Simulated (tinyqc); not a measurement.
Vacancy excess varied: nucleation and growth of vacancy voids in a cooling silicon-like crystal. Computed by tinyqc, a small Python program. Command: `OMP_NUM_THREADS=1 python tinyqc.py 3026348 3026349 out.jsonl voids walk`. One thread of a shared host (Intel(R) Xeon(R) Processor @ 2.30GHz), about 0.4 s of CPU time with the checks.

Spherical voids; vacancies are lost only to voids.

Inputs (values chosen for the exercise, for a model crystal):
```
quantity,value,unit
vacancy density at the melting point C_m,6e+14,1/cm^3
formation energy E_f,3.77,eV
melting point T_m,1685,K
diffusion prefactor D0,0.0018,cm^2/s
migration energy E_m,0.45,eV
site density rho,5e+22,1/cm^3
void surface energy gamma,0.999,J/m^2
cooling rate q,1.6,K/min
ratio (V/G)/xi_c,2.02,-
limit of the excess at high V/G,1.3e+14,1/cm^3
temperature step,0.2,K
```

Vacancy supply: from V/G.

Constants: k_B = 8.617333262e-05 eV/K; k_B = 1.380649e-23 J/K.

Method:
- C = C_x (u - 1)/(u + 0.2) with u = (V/G)/xi_c, a form chosen for the exercise.
- C_e = C_m exp[-(E_f/k_B)(1/T - 1/T_m)]; D = D0 exp(-E_m/(k_B T)); f = k_B T ln(C/C_e); r* = 2 gamma/(rho f); W* = 16 pi gamma^3/(3 rho^2 f^2); Z = f/sqrt(12 pi W* k_B T); I = rho Z (4 pi r* D C) exp(-W*/(k_B T)).
- March down from 1500 K in steps dT, dt = dT/q, with values at the upper end of each step: a class of I dt voids is born with r*; then all classes grow by r^2 += 2 D (C - C_e) dt/rho; C falls by the vacancies added to voids. Stop at 1150 K. T_n is the T of the largest I, N the final count (classes under 1e-6 /cm^3 are dropped), and the mean radius the number average.

initial excess C = 5.97297e+13 1/cm^3

At fixed q:
```
C (1/cm^3),T_n (K),N (1/cm^3),mean radius (nm)
2.40e+13,1275.0,1.5286e+06,41.70
3.60e+13,1296.6,1.1083e+06,53.17
6.00e+13,1324.6,7.3953e+05,72.20
9.60e+13,1351.4,5.0997e+05,95.64
1.50e+14,1377.4,3.5850e+05,124.89
```

What follows from these numbers?

More vacancies nucleate earlier (T_n rises by 102 K) and give fewer, larger voids: N goes as C^-0.79 and the radius as C^0.60, steeper than the -1/2 and +1/2 of the scaling argument at fixed D, because D rises with T_n.

Extremes, crossings and ranges named in words are read from the listed rows.
